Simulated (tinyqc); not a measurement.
Slope factor and drain-induced lowering from three currents.

Question. With source and body at 0 V, I = A exp((Vg + dd Vd)/(nf Vt)) (1 - exp(-Vd/Vt)). Find nf, the swing nf Vt ln 10 and dd.

Parameters, values chosen for the exercise:
```
symbol  value  unit      meaning
T         378     K  temperature
```

Constants: q = 1.602176634e-19 C, kB = 1.380649e-23 J/K, Vt = kB T/q. Results are converted to the units shown.

currents at (Vg, Vd) = (0, 0.05), (0, 0.8) and (0.07, 0.8) V (nA/um): [0.55068565, 5.9769441, 31.619978]

Solution. The pair at equal Vd gives nf; the pair at equal Vg, after dividing out the factors 1 - exp(-Vd/Vt), gives dd.

nf = 1.290
swing = 96.75 mV/decade
dd = 0.1200

Program tinyqc, `OMP_NUM_THREADS=1 python tinyqc.py 2242167 2242168 out.jsonl`; Intel Xeon 2.30GHz, shared host, one thread, about 0.04 s.
